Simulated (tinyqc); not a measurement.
## Error from band bending against W

In A the levels shift by pb (1 - z/W)^2 for z < W. The signal from depth z is weighted by exp(-z/le)/le, so the centroid shifts by pb [1 - 2/a + (2/a^2)(1 - exp(-a))], a = W/le, and the error of iA against its value at the interface is that less pb.

Values chosen for this exercise:
- pb = -0.71 V (band bending in A at the interface)
- le = 2.1 nm (escape depth)

Result of one run:
```
a	centroid shift (eV)	error (meV)
12.38	-0.6046	105.4
```

Which width of the bent region W gave this result: 15, 26, 45, 79 or 240 nm?

W = 26 nm.

The whole series:
```
W (nm)	a	centroid shift (eV)	error (meV)
2.8	1.333	-0.2332	476.8
5	2.381	-0.3409	369.1
8.6	4.095	-0.4465	263.5
15	7.143	-0.5390	171.0
26	12.38	-0.6046	105.4
45	21.43	-0.6468	63.17
79	37.62	-0.6733	36.74
140	66.67	-0.6890	20.98
240	114.3	-0.6977	12.32
```

The size of the error falls from 477 to 12.3 meV; for large a it is 2 |pb|/a. It is below 50 meV, a typical accuracy of the method, in 3 of the 9 rows. Heavily doped substrates and deep-probing photons need the correction.

Computed by the program tinyqc: `OMP_NUM_THREADS=1 python tinyqc.py 2410075 2410076 out.jsonl`, one thread of a shared Intel Xeon 2.30GHz, about 0.01 s for the whole run.
